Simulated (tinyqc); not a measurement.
Wannier-Stark ladder of a miniband: one step. Levels and the middle state. Four cases, with inputs chosen for the exercise.

Question. Diagonalise; give the levels, their spacings and the weights of the middle level on the wells.

Give: levels; spacings; weights.

Case 1.

H (meV), rows -4, -3, -2, -1, 0, 1, 2, 3, 4 and columns alike:
```
[[-28.00000, -7.00000, 0, 0, 0, 0, 0, 0, 0],
 [-7.00000, -21.00000, -7.00000, 0, 0, 0, 0, 0, 0],
 [0, -7.00000, -14.00000, -7.00000, 0, 0, 0, 0, 0],
 [0, 0, -7.00000, -7.00000, -7.00000, 0, 0, 0, 0],
 [0, 0, 0, -7.00000, 0, -7.00000, 0, 0, 0],
 [0, 0, 0, 0, -7.00000, 7.00000, -7.00000, 0, 0],
 [0, 0, 0, 0, 0, -7.00000, 14.00000, -7.00000, 0],
 [0, 0, 0, 0, 0, 0, -7.00000, 21.00000, -7.00000],
 [0, 0, 0, 0, 0, 0, 0, -7.00000, 28.00000]]
```

Answer.

levels (meV): [-33.223, -22.475, -14.273, -7.028, 0.000, 7.028, 14.273, 22.475, 33.223]

spacings (meV): [10.749, 8.202, 7.245, 7.028, 7.028, 7.245, 8.202, 10.749]

weights: [0.0010, 0.0164, 0.1244, 0.3330, 0.0504, 0.3330, 0.1244, 0.0164, 0.0010]

The spacing in the middle is 1.0039 e F d and at the ends 1.536 e F d; states that reach the ends of the stack are pushed apart.

Case 2.

H (meV), rows -4, -3, -2, -1, 0, 1, 2, 3, 4 and columns alike:
```
[[-13.82400, -3.00000, 0, 0, 0, 0, 0, 0, 0],
 [-3.00000, -10.36800, -3.00000, 0, 0, 0, 0, 0, 0],
 [0, -3.00000, -6.91200, -3.00000, 0, 0, 0, 0, 0],
 [0, 0, -3.00000, -3.45600, -3.00000, 0, 0, 0, 0],
 [0, 0, 0, -3.00000, 0, -3.00000, 0, 0, 0],
 [0, 0, 0, 0, -3.00000, 3.45600, -3.00000, 0, 0],
 [0, 0, 0, 0, 0, -3.00000, 6.91200, -3.00000, 0],
 [0, 0, 0, 0, 0, 0, -3.00000, 10.36800, -3.00000],
 [0, 0, 0, 0, 0, 0, 0, -3.00000, 13.82400]]
```

Answer.

levels (meV): [-15.868, -10.854, -6.981, -3.461, 0.000, 3.461, 6.981, 10.854, 15.868]

spacings (meV): [5.015, 3.873, 3.520, 3.461, 3.461, 3.520, 3.873, 5.015]

weights: [0.0004, 0.0080, 0.0844, 0.3360, 0.1423, 0.3360, 0.0844, 0.0080, 0.0004]

The spacing in the middle is 1.0015 e F d and at the ends 1.451 e F d; states that reach the ends of the stack are pushed apart.

Case 3.

H (meV), rows -3, -2, -1, 0, 1, 2, 3 and columns alike:
```
[[-23.20500, -3.75000, 0, 0, 0, 0, 0],
 [-3.75000, -15.47000, -3.75000, 0, 0, 0, 0],
 [0, -3.75000, -7.73500, -3.75000, 0, 0, 0],
 [0, 0, -3.75000, 0, -3.75000, 0, 0],
 [0, 0, 0, -3.75000, 7.73500, -3.75000, 0],
 [0, 0, 0, 0, -3.75000, 15.47000, -3.75000],
 [0, 0, 0, 0, 0, -3.75000, 23.20500]]
```

Answer.

levels (meV): [-24.853, -15.633, -7.742, 0.000, 7.742, 15.633, 24.853]

spacings (meV): [9.220, 7.891, 7.742, 7.742, 7.891, 9.220]

weights: [0.0003, 0.0118, 0.1849, 0.6060, 0.1849, 0.0118, 0.0003]

The spacing in the middle is 1.0009 e F d and at the ends 1.192 e F d; states that reach the ends of the stack are pushed apart.

Case 4.

H (meV), rows -3, -2, -1, 0, 1, 2, 3 and columns alike:
```
[[-48.00000, -4.25000, 0, 0, 0, 0, 0],
 [-4.25000, -32.00000, -4.25000, 0, 0, 0, 0],
 [0, -4.25000, -16.00000, -4.25000, 0, 0, 0],
 [0, 0, -4.25000, 0, -4.25000, 0, 0],
 [0, 0, 0, -4.25000, 16.00000, -4.25000, 0],
 [0, 0, 0, 0, -4.25000, 32.00000, -4.25000],
 [0, 0, 0, 0, 0, -4.25000, 48.00000]]
```

Answer.

levels (meV): [-49.092, -32.036, -16.000, 0.000, 16.000, 32.036, 49.092]

spacings (meV): [17.056, 16.036, 16.000, 16.000, 16.036, 17.056]

weights: [0.0000, 0.0012, 0.0657, 0.8662, 0.0657, 0.0012, 0.0000]

The spacing in the middle is 1.0000 e F d and at the ends 1.066 e F d; states that reach the ends of the stack are pushed apart.

Computed by tinyqc, one run a case: `OMP_NUM_THREADS=1 python tinyqc.py N N+1 out.jsonl` with N = 1250596, 1250699, 1251169, 1251390; one thread of a shared Intel(R) Xeon(R) Processor @ 2.30GHz, about 0.05 s a run at most.
